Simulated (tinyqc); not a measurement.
# Slope factor and drain-induced lowering from three currents

Question. With source and body at 0 V, I = A exp((Vg + dd Vd)/(nf Vt)) (1 - exp(-Vd/Vt)). Find nf, the swing nf Vt ln 10 and dd.

Parameters, values chosen for the exercise:
- T = 358 K (temperature)

Constants: q = 1.602176634e-19 C, kB = 1.380649e-23 J/K, Vt = kB T/q. Results are converted to the units shown.

currents at (Vg, Vd) = (0, 0.05), (0, 1.1) and (0.1, 1.1) V (nA/um): [0.098126440, 0.70065060, 11.187023]

Solution. The pair at equal Vd gives nf; the pair at equal Vg, after dividing out the factors 1 - exp(-Vd/Vt), gives dd.

nf = 1.170
swing = 83.11 mV/decade
dd = 0.06000

Numbers from tinyqc (`OMP_NUM_THREADS=1 python tinyqc.py 2242209 2242210 out.jsonl`; about 0.04 s on one thread of a shared Intel Xeon 2.30GHz).
